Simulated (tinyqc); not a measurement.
Anisotropic elasticity and sound waves of a cubic crystal: one step, computed by the program tinyqc.

Voigt order 1..6 = xx, yy, zz, yz, xz, xy, with engineering shear strains. The rotated frame has x' as named, z' along the wafer normal and y' = z' x x'.

Question. Sound waves along the wave normal. In the cube axes, with unit normal n: G_ij = (C12 + C44) n_i n_j + (C44 - H n_i^2) delta_ij, eigenvalues rho v^2, eigenvectors u (columns, largest component positive). Group velocity V_i = [(C12 + C44)(u.n) u_i + C44 n_i - H u_i^2 n_i]/(rho v); its angle to n has cosine v/|V|.

Inputs (values chosen for the exercise, modelled on tantalum): C12 = 160.8 GPa; C44 = 82.7 GPa; density rho = 16.66 g/cm^3.

Frame: (113) wafer, x' along [1-10].

wave normal (not normalised): [3, 3.5, 0.2]

H = 63.5 GPa

Give: Christoffel matrix; phase velocities; polarisations; group speeds; angles between V and n.

Answer.

Christoffel matrix (GPa), rows x, y, z:
$$\begin{pmatrix}
158.79 & 120.09 & 6.86 \\
120.09 & 186.27 & 8.01 \\
6.86 & 8.01 & 83.04
\end{pmatrix}$$

phase velocities (m/s): [1760.8, 2225.5, 4200.4]

polarisations, rows x, y, z, columns slow, fast, longitudinal:
$$\begin{pmatrix}
0.74600 & -0.03828 & 0.66485 \\
-0.66591 & -0.03275 & 0.74531 \\
0.00676 & 0.99873 & 0.04993
\end{pmatrix}$$

group speeds (m/s): [1784.3, 2228.5, 4202.3]

angles between V and n (degree): [9.3089, 2.9894, 1.7313]

Energy flows off the wave normal by up to 9.3 degrees, for the slow transverse wave.
